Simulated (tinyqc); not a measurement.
Cahn-Hilliard equation on a periodic one-dimensional grid: one step, computed by the program tinyqc.

Free energy F = h sum_j [A (c_j^2 - 1)^2/4 + (kappa/2) ((c_(j+1) - c_j)/h)^2]; dc/dt = Lap(mu), mu = A (c^3 - c) - kappa Lap(c), Lap(y)_j = (y_(j+1) - 2 y_j + y_(j-1))/h^2, mobility 1; the grid has n = 16 points.

Problem. Linear stability. f'' = A (3 c0^2 - 1). Mode m has lambda_m = (4/h^2) sin^2(pi m/n) and the rate w_m = -lambda_m (f'' + kappa lambda_m). In the continuum the fastest wavelength is 2 pi sqrt(2 kappa/|f''|) with the rate f''^2/(4 kappa). Explicit steps near c = +-1, where f'' = 2A, are stable for dt < 2/(16 kappa/h^4 + 8 A/h^2).

Inputs (values chosen for the exercise, in reduced units):
```
quantity,value,unit
spacing h,1.2,-
well depth A,0.96,-
gradient coefficient kappa,1,-
mean composition c0,0.3,-
```

Give: f''; Modes of the grid; fastest wavelength; largest rate; explicit limit of dt.

Solution.

f'' = -0.7008

Modes of the grid:
```
m,lambda_m,w_m
1,0.106,0.063
2,0.407,0.120
3,0.857,-0.134
4,1.389,-0.956
5,1.920,-2.342
6,2.371,-3.960
7,2.672,-5.267
8,2.778,-5.769
```

fastest wavelength = 10.61

largest rate = 0.1228

explicit limit of dt = 0.1533
